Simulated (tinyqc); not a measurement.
Inside a calculation. Method: UHF in the 3-21g basis, for H2, spin multiplicity 3. One step of it, computed by the program tinyqc.

Task: Iteration 2: DIIS coefficients. Solve [B -1; -1 0][c; lambda] = [0; -1] for the coefficients, which sum to one.

B (overlaps of the stored error matrices):
$$\begin{pmatrix}
5.9011527e-03 & 1.6810664e-03 \\
1.6810664e-03 & 4.8983513e-04
\end{pmatrix}$$

Give: DIIS coefficients.

Result:

DIIS coefficients: [-0.3933, 1.3933]
